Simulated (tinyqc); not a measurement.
Thickness of the film: ellipsoidal valleys in the axes of a wafer and a channel.

Valleys with axes a along x, y and z, two valleys each; inverse mass tensor w = 1/mt + (1/ml - 1/mt) a a. Device axes: z = nz/|nz|, x = nx/|nx|, y = z cross x; in them a = (ax, ay, az). Confinement mass mz = 1/w_zz. In the plane w_ij is replaced by u_ij = w_ij - w_iz w_jz/w_zz (i, j = x, y); density-of-states mass md = 1/sqrt(det u); conductivity mass along x mc = 1/u_xx; ballistic transport mass mx = u_yy/det u, width mass my = 1/u_yy.

Hard walls: E_n = c (n pi/t)^2/mz, c = hbar^2/2m0, n = 1, 2, 3. Non-degenerate share of a valley proportional to md sum_n exp(-E_n/kT); mean 1/mc = sum of share/mc. 1 nm = 10 angstrom.

Constants: hbar^2/2m0 = 3.80998211 eV angstrom^2; kB = 8.617333262e-05 eV/K.

Values chosen for the exercise (near those of the Delta valleys of Si; the results hold for these values, not for the real material):

| symbol | value | unit | meaning |
|---|---|---|---|
| ml | 0.94 | m0 | longitudinal mass |
| mt | 0.197 | m0 | transverse mass |
| nz | (1, 0, 0) |  | surface normal (confinement) |
| nx | (0, 1, 1) |  | channel direction |
| T | 300 | K | temperature |

Share of the lowest ladder and mean conductivity mass.

Results:

| t (nm) | lowest E1 (meV) | spread of E1 (meV) | share of the lowest ladder | mean mc |
|---|---|---|---|---|
| 2.0 | 100.0 | 377.2 | 1.000 | 0.1970 |
| 3.0 | 44.4 | 167.6 | 0.993 | 0.1975 |
| 4.0 | 25.0 | 94.3 | 0.903 | 0.2049 |
| 5.0 | 16.0 | 60.4 | 0.733 | 0.2202 |
| 7.0 | 8.2 | 30.8 | 0.522 | 0.2428 |
| 10.0 | 4.0 | 15.1 | 0.415 | 0.2563 |
| 14.0 | 2.0 | 7.7 | 0.343 | 0.2661 |

What does the comparison show?

The spread falls as 1/t^2 and passes kT = 25.9 meV between t = 7 and 10 nm; the share of the lowest ladder goes from 1.000 to 0.343 and the mean mass goes from 0.1970 to 0.2661, against 0.2675 for equal shares, the limit of a thick film (the bulk value 3/(1/ml + 2/mt) is 0.2675). Three subbands a valley become too few once E3 nears kT.

tinyqc: `OMP_NUM_THREADS=1 python tinyqc.py 1880897 1880898 out.jsonl`; about 0.01 s, one thread, shared Intel(R) Xeon(R) Processor @ 2.30GHz.
